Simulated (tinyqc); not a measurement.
From spontaneous polarisation Ps back to gamma: Landau-Devonshire theory of a uniaxial ferroelectric. Computed by tinyqc, a small Python program. Command: `OMP_NUM_THREADS=1 python tinyqc.py 3004198 3004199 out.jsonl ferro inv`. One thread of a shared host (Intel(R) Xeon(R) Processor @ 2.30GHz), about 0.01 s of CPU time with the checks.

G(P) = (alpha/2) P^2 + (beta*/4) P^4 + (gamma/6) P^6 - E P per volume, SI units, one domain, P along the polar axis.

Inputs (values chosen for the exercise, modelled on barium titanate):
```
quantity                        value         unit
alpha_0                        702000  J m/(C^2 K)
Curie-Weiss temperature T0        381            K
beta                        -8.38e+08    J m^5/C^4
temperature T                     292            K
```

Sample: free crystal.

Constants: eps_0 = 8.8541878128e-12 F/m.

Method:
- alpha = alpha_0 (T - T0*), T0* = T0, beta* = beta.
- Ps^2 = [-beta* + sqrt(beta*^2 - 4 alpha gamma)]/(2 gamma).
- chi = 1/(eps_0 G''), G'' = alpha + 3 beta* P^2 + 5 gamma P^4 at Ps. Ps, chi and the coercive field are for perfect screening, without a depolarising field. The intrinsic coercive field is |alpha P + beta* P^3 + gamma P^5| at the P_c where G'' = 0. 1 C/m^2 = 100 microcoulomb/cm^2.

Problem. A run gave the result below. Find the gamma, known to lie between 1.1e+10 and 2.6e+10 J m^9/C^6.

spontaneous polarisation Ps = 30.02092 microcoulomb/cm^2

Solution.

Each step takes the trial c = (a f_b - b f_a)/(f_b - f_a), f being the result less the target and a, b, c the logarithms of the listed values; c replaces end b, the old b replaces a if the sign of f changed, and otherwise f_a is halved.

Scan of the range:
```
gamma (J m^9/C^6)  spontaneous polarisation Ps (microcoulomb/cm^2)
1.10e+10                                                   35.0049
1.27e+10                                                   33.2421
1.47e+10                                                   31.5683
1.69e+10                                                   30.0759
1.95e+10                                                   28.6413
2.25e+10                                                   27.2968
2.60e+10                                                   26.0225
```

False position (Illinois rule, in the logarithm of the input) inside the bracket:
```
step        end a        end b        trial  spontaneous polarisation Ps (microcoulomb/cm^2)
1     1.69000e+10  1.95000e+10  1.69929e+10                                          30.0192
2     1.69000e+10  1.69929e+10  1.69873e+10                                          30.0226
3     1.69929e+10  1.69873e+10  1.69900e+10                                          30.0209
4     1.69873e+10  1.69900e+10  1.69900e+10                                          30.0209
```

Spontaneous polarisation Ps falls at every point of a 13-point scan of the range (every second point is shown), so one value fits; it is bracketed by 1.69e10 and 1.95e10. Answer: gamma = 1.699e10 J m^9/C^6.
